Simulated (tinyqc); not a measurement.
Chip with leakage that grows with temperature, electro-thermal loop and runaway: course of the iteration: temperature by substitution.

One temperature T for the device, T = T0 + Rth P(T), with P(T) = Pd + Pl (T/300 K)^2 exp[(q Ea/kB)(1/(300 K) - 1/T)]. The loop gain is Rth dP/dT; a solution is thermally stable when it is below one.

P(T) = Pd + Pl (T/300 K)^2 exp[(q Ea/kB)(1/(300 K) - 1/T)]; T(new) = T0 + Rth P(T).

Stop when T changes by less than 1e-6 K, or after 25 iterations.

Parameters, values chosen for the exercise: ambient temperature T0 = 360 K; temperature-independent switching power Pd = 5.6 W; leakage power at 300 K Pl = 0.0236 W; activation energy of the leakage Ea = 0.63 eV; thermal resistance Rth = 1.8 K/W.

Constants: q = 1.602176634e-19 C, kB = 1.380649e-23 J/K. Results are converted to the units shown.

T at the start = 360 K

Course of the iteration:
```
iteration	T (K)	|change| (K)
1	373.632	13.6
2	378.107	4.47
3	380.442	2.34
4	381.892	1.45
5	382.884	0.991
6	383.605	0.721
7	384.151	0.547
8	384.579	0.428
9	384.923	0.344
...	...	...
17	386.269	0.0943
18	386.352	0.0829
19	386.425	0.0732
20	386.490	0.0649
21	386.548	0.0578
22	386.600	0.0516
23	386.646	0.0462
24	386.687	0.0414
25	386.725	0.0372
```

Did this iteration meet its convergence test, and what does its course show?

No. Not converged within 25 iterations. The value creeps on in one direction, each change 0.90 times the one before. The solution is 387.10 K with a loop gain of 0.918; substitution shrinks the error by that factor a step, so it slows down as the device nears runaway. A rerun with Newton steps converges in 8 iterations.

tinyqc, about 0.01 s, one thread, Intel Xeon 2.30GHz (shared host): `OMP_NUM_THREADS=1 python tinyqc.py 2520029 2520030 out.jsonl`
